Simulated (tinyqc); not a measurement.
Inside a calculation. Model: field-effect mobility of a thin-film transistor with band-tail and deep states (multiple trapping). Computed by tinyqc, a small Python program that keeps every step. Command: `OMP_NUM_THREADS=1 python tinyqc.py 3011532 3011533 out.jsonl tft walk`. One thread of a shared host (Intel(R) Xeon(R) Processor @ 2.30GHz), about 0.06 s of CPU time with the checks. Intermediate numbers are printed to about 7 digits and carried at full precision; extremes and crossings named in words are read from the listed rows.

A thick film in accumulation at small drain voltage. Only free electrons move; trapped ones still screen the gate. N_c and mu_0 are held fixed when T changes, leaving out the T^(3/2) growth of N_c. x = E_0 - psi is the distance of the Fermi level below the band edge.

Inputs (values chosen for the exercise, modelled on amorphous silicon):
```
quantity                                           value         unit
permittivity eps                                    11.8            -
effective density of states N_c                  2.1e+20       1/cm^3
band mobility mu_0                                    11   cm^2/(V s)
tail density at the edge g_t                       6e+21  1/(eV cm^3)
tail width E_t                                        28          meV
deep-state density g_d                           1.8e+16  1/(eV cm^3)
flat-band Fermi level below the edge, E_0           0.49           eV
equivalent oxide thickness t                          93           nm
surface band bending psi_s as a fraction of E_0      0.8            -
temperature T                                        300            K
```

Deep states: included.

Constants: k_B = 8.617333262e-05 eV/K; e = 1.602176634e-19 C; eps_0 = 8.8541878128e-12 F/m.

## Free and trapped densities

F_j(eta) = int_0^infinity x^j/(1 + exp(x - eta)) dx, without a gamma-function factor. Integrals over x = E/(k_B T) use 160 Gauss-Legendre points in u = sqrt(x) from 0 to sqrt(max(eta, 0) + 32). Free n(x) = N_c (2/sqrt(pi)) F_1/2(-x/k_B T), with F_1/2 from its two-term series in exp(-x/k_B T) for x >= 12 k_B T; tail n_t(x) = int_0^1.2eV g_t exp(-E/E_t)/(1 + exp((x - E)/k_B T)) dE, E counted down from the edge, 120 Gauss-Legendre points; deep charge g_d psi; space charge rho(psi) = n + n_t + g_d psi less its value at psi = 0.

Local densities at x = 0.4, 0.3, 0.2, 0.15, 0.1, 0.05, 0 and -0.05 eV:
```
x (eV)    n (1/cm^3)  n_t (1/cm^3)  n/(n + n_t)
0.40    4.004193e+13  8.902406e+14    0.0430428
0.30    1.916195e+15  2.692626e+16    0.0664366
0.20    9.168539e+16  7.310217e+17    0.1114435
0.15    6.336755e+17  3.518650e+18    0.1526074
0.10    4.356212e+18  1.521301e+19    0.2226053
0.05    2.891702e+19  5.285832e+19    0.3536154
0.00    1.606809e+20  1.181972e+20    0.5761689
-0.05   5.729042e+20  1.573433e+20    0.7845343
```

E_t/k_B T = 1.08: the tail is narrower than about k_B T, so deep in the gap n_t roughly follows n, and the free share changes far less than n does.

## One gate voltage

Poisson: F(psi) = sqrt((2 e/(eps eps_0)) int_0^psi rho dpsi'); V_G - V_FB = psi_s + eps F(psi_s) t/3.9; free sheet density N_f = int (n - n(E_0))/F dpsi; induced sheet density N_i = eps eps_0 F(psi_s)/e; trapezoid rule on 301 even points in psi, the first interval left out of N_f. mu_eff = mu_0 N_f/N_i; field-effect mobility mu_FE = mu_0 e (dN_f/dV_G)/C_ox and swing S = dV_G/dlog10(N_f), by a central difference of +/- 2 mV in psi_s; C_ox = 3.9 eps_0/t.

surface field = 453.5118 kV/cm

V_G - V_FB = 13.15312 V

free sheet density N_f = 4.565925e+11 1/cm^2

induced sheet density N_i = 2.957392e+12 1/cm^2

effective mobility mu_eff = 1.698293 cm^2/(V s)

field-effect mobility mu_FE = 2.477196 cm^2/(V s)

swing S = 20151.59 mV/decade

15 % of the induced charge is free. mu_FE exceeds mu_eff because the free share is still growing with V_G. The swing is 338.53 times the ideal ln(10) k_B T/e.

## Transfer curve

The formulas are those given above.

Against the band bending:
```
psi_s (V)  V_G - V_FB (V)  N_f (1/cm^2)  mu_eff (cm^2/(V s))  mu_FE (cm^2/(V s))  S (mV/decade)
0.17              0.57541  2.291540e+09             0.268289            0.463715          540.3
0.24              1.35593  1.372514e+10             0.583784            0.859183         1746.5
0.30              3.22664  5.646051e+10             0.915690            1.267778         4868.9
0.35              6.92422  1.762436e+11             1.272454            1.781033        10818.8
0.39             12.76119  4.363142e+11             1.674020            2.435516        19586.2
0.43             23.10794  1.084990e+12             2.270884            3.512413        33772.1
0.47             40.34183  2.679486e+12             3.189759            5.254084        55751.0
0.50             59.10843  5.089515e+12             4.121820            6.864997        81035.1
0.54             92.75522  1.065540e+13             5.484535            8.620039       135093.6
```

The steepest swing among the rows is 540 mV/decade. mu_eff climbs from 0.27 to 5.5, 50 % of mu_0 in the last row. Between rows 6 and 7 N_f scales as (V_G - V_FB - psi_s)^1.60; an exponential tail holding all the charge would give the larger of 1 and 2 E_t/k_B T - 1, here 1.17, and free charge alone 1; charge in deep states makes the exponent larger and lets it vary with V_G. The last row needs an oxide field above 5 MV/cm, near or beyond breakdown.

Checks made by the program: tail integral against adaptive quadrature (relative difference below 1e-10).
